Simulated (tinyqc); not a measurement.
Worked calculation: UHF in the sto-6g basis, for H3, spin multiplicity 2. One step of it, computed by the program tinyqc.

Problem. Iteration 1: building the Fock matrix. J_ij = sum D_kl (ij|kl) with D = D(alpha) + D(beta), K_ij = sum D_kl (ik|jl) for each spin; F = H + J - K(s); E = tr D H + tr D J / 2 - 0.5 sum_s tr D(s) K(s) + E_nn.

D(alpha) at the start, order 1H 1s, 2H 1s, 3H 1s:
$$\begin{pmatrix}
0.284846 & 0.212468 & 0.147217 \\
0.212468 & 0.745270 & -0.572505 \\
0.147217 & -0.572505 & 0.869480
\end{pmatrix}$$

D(beta) at the start, order 1H 1s, 2H 1s, 3H 1s:
$$\begin{pmatrix}
0.284269 & 0.193668 & 0.168280 \\
0.193668 & 0.131943 & 0.114647 \\
0.168280 & 0.114647 & 0.099618
\end{pmatrix}$$

core Hamiltonian H = T + V (hartree), order 1H 1s, 2H 1s, 3H 1s:
$$\begin{pmatrix}
-1.630760 & -1.133602 & -1.048255 \\
-1.133602 & -1.434517 & -0.548585 \\
-1.048255 & -0.548585 & -1.397048
\end{pmatrix}$$

Two-electron integrals (ij|kl) in chemists' order, unique and non-zero (hartree):
```
(11|11) 0.774999   (21|11) 0.393957   (21|21) 0.241013   (22|11) 0.536323
(22|21) 0.393957   (22|22) 0.774999   (31|11) 0.357967   (31|21) 0.181276
(31|22) 0.247540   (31|31) 0.203867   (32|11) 0.162379   (32|21) 0.095794
(32|22) 0.151746   (32|31) 0.089131   (32|32) 0.044600   (33|11) 0.511820
(33|21) 0.260305   (33|22) 0.357976   (33|31) 0.357967   (33|32) 0.151746
(33|33) 0.774999
```

nuclear repulsion = 1.59160631 hartree

Give: Coulomb J; exchange K(alpha); exchange K(beta); F(alpha); F(beta); total energy of this density.

Solution.

Coulomb J (hartree), order 1H 1s, 2H 1s, 3H 1s:
$$\begin{pmatrix}
1.8047 & 1.0445 & 0.9620 \\
1.0445 & 1.6692 & 0.4658 \\
0.9620 & 0.4658 & 1.6547
\end{pmatrix}$$

exchange K(alpha) (hartree), order 1H 1s, 2H 1s, 3H 1s:
$$\begin{pmatrix}
0.6429 & 0.5025 & 0.4629 \\
0.5025 & 0.7069 & 0.1906 \\
0.4629 & 0.1906 & 0.7347
\end{pmatrix}$$

exchange K(beta) (hartree), order 1H 1s, 2H 1s, 3H 1s:
$$\begin{pmatrix}
0.5871 & 0.4206 & 0.3771 \\
0.4206 & 0.3948 & 0.2581 \\
0.3771 & 0.2581 & 0.3308
\end{pmatrix}$$

F(alpha) (hartree), order 1H 1s, 2H 1s, 3H 1s:
$$\begin{pmatrix}
-0.4689 & -0.5916 & -0.5491 \\
-0.5916 & -0.4722 & -0.2734 \\
-0.5491 & -0.2734 & -0.4770
\end{pmatrix}$$

F(beta) (hartree), order 1H 1s, 2H 1s, 3H 1s:
$$\begin{pmatrix}
-0.4131 & -0.5097 & -0.4633 \\
-0.5097 & -0.1601 & -0.3409 \\
-0.4633 & -0.3409 & -0.0732
\end{pmatrix}$$

total energy of this density = -1.507346 hartree
